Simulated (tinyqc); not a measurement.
Vacuum evaporation: vapour pressure, source flux, thickness distribution, purity and step coverage: one step, computed by the program tinyqc.

Molecular flow, unit sticking of the metal, no re-evaporation. The background gas is taken as water vapour (18.015 g/mol, collision diameter 0.37 nm) at 300 K.

Question. Offset source and rotation. Rotating wafer, source offset by s and facing upwards: thickness at radius r is the mean over the angle a of (1 + (r^2 + s^2 - 2 r s cos a)/h^2)^(-(n + 3)/2), by 360 equal steps; non-uniformity (max - min)/(max + min) over 21 radii from 0 to R.

Inputs (values chosen for the exercise, modelled on aluminium, with constants for the liquid):

| quantity | value | unit |
|---|---|---|
| directionality n | 3 | - |
| source-to-wafer distance h | 60 | cm |
| wafer radius R | 7.5 | cm |
| source offset from the axis s/h | 0.81 | - |

Give: centre thickness relative to an axial source; edge over centre, rotating; non-uniformity, rotating.

Answer.

centre thickness relative to an axial source = 0.22016

edge over centre, rotating = 1.0162

non-uniformity, rotating = 0.80460 %
